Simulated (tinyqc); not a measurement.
Input admittance of a MOSFET at zero drain bias: distributed channel and distributed gate: one step of the calculation.

Source and drain grounded, strong inversion, w = 2 pi f, Cox = eps0 eox/tox. The channel is an RC line of resistance 1/(mu Cox Vo) per square fed from both ends, so one finger has the intrinsic admittance y = i w Cox L tanh(g)/g per width, g = (1/2) sqrt(i w tau), tau = L^2/(mu Vo). The vertical resistance rv/L is in series with y, the overlaps 2 i w Cov in parallel: y_t = 1/(1/y + rv/L) + 2 i w Cov. The gate strip is a line of Rsh/L per length loaded by y_t, so a finger has Y = y_t Wf tanh(k)/k, k = (Wf/sd) sqrt(y_t Rsh/L); the device has Nf Y.

Problem. Input impedance of the device. k and Y as defined; Z = 1/(Nf Y) = R + 1/(i w C); Q = |Im Z|/R; signal at the point farthest from a contact |1/cosh k|.

Parameters, values chosen for the exercise; values of the order met in silicon radio-frequency transistors:

| symbol | value | unit | meaning |
|---|---|---|---|
| L | 0.47 | um | channel length |
| Wf | 8.3 | um | finger width |
| Nf | 64 |  | number of fingers |
| Rsh | 4.2 | ohm/square | sheet resistance of the gate |
| sd | 1 |  | number of ends at which a finger is contacted |
| f | 4 | GHz | frequency |

y_t = 9.74975+101.24088i uS/um

Give: k; Nf Y; R; C; Q; signal at the far point.

Solution.

k = 0.1852+0.1682i
Nf Y = 6.28+53.54i mS
R = 2.160 ohm
C = 2159 fF
Q = 8.529
signal at the far point = 0.9967

Numbers from tinyqc (`OMP_NUM_THREADS=1 python tinyqc.py 2262244 2262245 out.jsonl`; about 0.01 s on one thread of a shared Intel Xeon 2.30GHz).
